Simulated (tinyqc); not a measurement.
# p-n diode with diffusion and depletion-layer recombination: what changes with what

Abrupt junction in the depletion approximation, low injection, full ionisation, neutral widths fixed, ohmic contact on the p side. Vj is the junction voltage; where a series resistance Rs is given, V = Vj + J Rs is the terminal voltage.

Values chosen for this exercise; band and dielectric values close to those of silicon:
- T = 300 K (temperature)
- Eg = 1.13 eV (band gap)
- eps_r = 11.7 (relative permittivity)
- Nc = 2.82e19 cm^-3 (conduction-band density of states at T)
- Nv = 2.69e19 cm^-3 (valence-band density of states at T)
- Na = 3.3e16 cm^-3 (acceptor density)
- Nd = 3.9e15 cm^-3 (donor density)
- mun = 800 cm^2/(V s) (electron mobility in the p side)
- mup = 460 cm^2/(V s) (hole mobility in the n side)
- tn = 2e-8 s (electron lifetime)
- tp = 9e-6 s (hole lifetime)
- wp = 2.9 um (neutral width of the p side)
- wn = 7.7 um (neutral width of the n side)
- Sp = 1e7 cm/s (recombination velocity at the n contact)
- Rs = 0.022 ohm cm^2 (series resistance)
- Et = 0.04 eV (trap level above the intrinsic level)
- Vj = 0.4 V (junction voltage at which recombination is evaluated)

Constants: q = 1.602176634e-19 C, kB = 1.380649e-23 J/K, Vt = kB T/q, eps0 = 8.8541878128e-14 F/cm where lengths are in cm. Results are converted to the units shown.

Each table varies one quantity; the others keep the values above.

## Currents and ideality against junction voltage

ni = sqrt(Nc Nv) exp(-Eg/(2 Vt)), Eg in volts; D = mu Vt; Ln = sqrt(Dn tn), Lp = sqrt(Dp tp); J0n = q ni^2 Dn coth(wp/Ln)/(Ln Na); J0p = (q ni^2 Dp/(Lp Nd)) (s + tanh(wn/Lp))/(1 + s tanh(wn/Lp)), s = Sp Lp/Dp. J_diff = (J0n + J0p)(exp(Vj/Vt) - 1). Vbi = Vt ln(Na Nd/ni^2), W = sqrt(2 eps0 eps_r (Vbi - Vj)(1/Na + 1/Nd)/q), xp = W Nd/(Na + Nd), xn = W Na/(Na + Nd); u(x) = q Na (x + xp)^2/(2 eps0 eps_r) for x < 0 and Vbi - Vj - q Nd (xn - x)^2/(2 eps0 eps_r) for x > 0; p = Na exp(-u/Vt), n = Nd exp((u - Vbi + Vj)/Vt); U = ni^2 (exp(Vj/Vt) - 1)/(tp (n + ni exp(Et/Vt)) + tn (p + ni exp(-Et/Vt))); J_scr = q times the integral of U from -xp to xn. J = J_diff + J_scr. Ideality = (1/Vt) dVj/d ln J or (1/Vt) dV/d ln J; last column ni^2 exp(Vj/Vt)/N^2.

Result of one run:

| Vj (V) | J_diff (A/cm^2) | J_scr (A/cm^2) | J (A/cm^2) | V (V) | ideality against Vj | ideality against V | minority/doping, lighter side |
|---|---|---|---|---|---|---|---|
| 0.33 | 2.769e-5 | 4.469e-6 | 3.216e-5 | 0.3300 | 1.066 | 1.066 | 1.813e-6 |

What becomes of these results when the junction voltage at which recombination is evaluated Vj is changed from 0.33 to 0.43 V, all else the same?

Result of the changed run:

| Vj (V) | J_diff (A/cm^2) | J_scr (A/cm^2) | J (A/cm^2) | V (V) | ideality against Vj | ideality against V | minority/doping, lighter side |
|---|---|---|---|---|---|---|---|
| 0.43 | 0.001325 | 3.660e-5 | 0.001362 | 0.4300 | 1.012 | 1.014 | 8.677e-5 |

The whole series:

| Vj (V) | J_diff (A/cm^2) | J_scr (A/cm^2) | J (A/cm^2) | V (V) | ideality against Vj | ideality against V | minority/doping, lighter side |
|---|---|---|---|---|---|---|---|
| 0.18 | 8.357e-8 | 1.225e-7 | 2.061e-7 | 0.1800 | 1.194 | 1.194 | 5.477e-9 |
| 0.23 | 5.786e-7 | 4.593e-7 | 1.038e-6 | 0.2300 | 1.188 | 1.188 | 3.789e-8 |
| 0.28 | 4.003e-6 | 1.496e-6 | 5.499e-6 | 0.2800 | 1.128 | 1.128 | 2.621e-7 |
| 0.33 | 2.769e-5 | 4.469e-6 | 3.216e-5 | 0.3300 | 1.066 | 1.066 | 1.813e-6 |
| 0.38 | 1.916e-4 | 1.285e-5 | 2.044e-4 | 0.3800 | 1.030 | 1.030 | 1.254e-5 |
| 0.43 | 0.001325 | 3.660e-5 | 0.001362 | 0.4300 | 1.012 | 1.014 | 8.677e-5 |
| 0.47 | 0.006227 | 8.464e-5 | 0.006311 | 0.4701 | 1.006 | 1.012 | 4.077e-4 |
| 0.52 | 0.04307 | 2.418e-4 | 0.04332 | 0.5210 | 1.003 | 1.039 | 0.002820 |
| 0.57 | 0.2980 | 6.693e-4 | 0.2986 | 0.5766 | 1.001 | 1.255 | 0.01951 |

The ideality against Vj falls from 1.19 to 1.00. Diffusion overtakes recombination in the layer between Vj = 0.18 and 0.23 V. J_scr alone has an ideality of 1.46 between the first two rows and 1.90 between the last two. From Vj = 0.57 V the series resistance raises the terminal ideality by over a tenth; there J Rs = 0.25 Vt.

## Effect of the trap level above the intrinsic level

Same model as above.

J = J_diff + J_scr.

The same in every row: J0n (A/cm^2) = 2.913e-11; J0p (A/cm^2) = 5.005e-11; J_diff (A/cm^2) = 4.152e-4; wn/Lp = 0.07443.

Results:

| Et (eV) | J_scr (A/cm^2) | J_scr/J (%) |
|---|---|---|
| -0.3 | 1.221e-5 | 2.857 |
| -0.2 | 1.952e-5 | 4.489 |
| -0.1 | 1.980e-5 | 4.550 |
| 0.1 | 1.746e-5 | 4.035 |
| 0.2 | 3.797e-6 | 0.9061 |
| 0.3 | 1.873e-7 | 0.04510 |

Estimate the missing row, Et = 0 eV.

Computed row:

| Et (eV) | J_scr (A/cm^2) | J_scr/J (%) |
|---|---|---|
| 0 | 1.975e-5 | 4.539 |

With this row back in the table: As Et goes from -0.3 to 0.3, J0p stays at 5.00e-11 A/cm^2, J_scr goes from 1.22e-5 through a maximum of 1.98e-5 (at Et = -0.1 among the rows listed) to 1.87e-7 A/cm^2 and its share goes from 2.86 through a maximum of 4.55 (at Et = -0.1 among the rows listed) to 0.0451 %. A level far from mid-gap re-emits carriers to the nearer band, which lowers U once ni exp(|Et|/Vt) exceeds the local carrier density.

Computed by the program tinyqc: `OMP_NUM_THREADS=1 python tinyqc.py 2260153 2260154 out.jsonl`, one thread of a shared Intel Xeon 2.30GHz, about 0.01 s for the whole run.
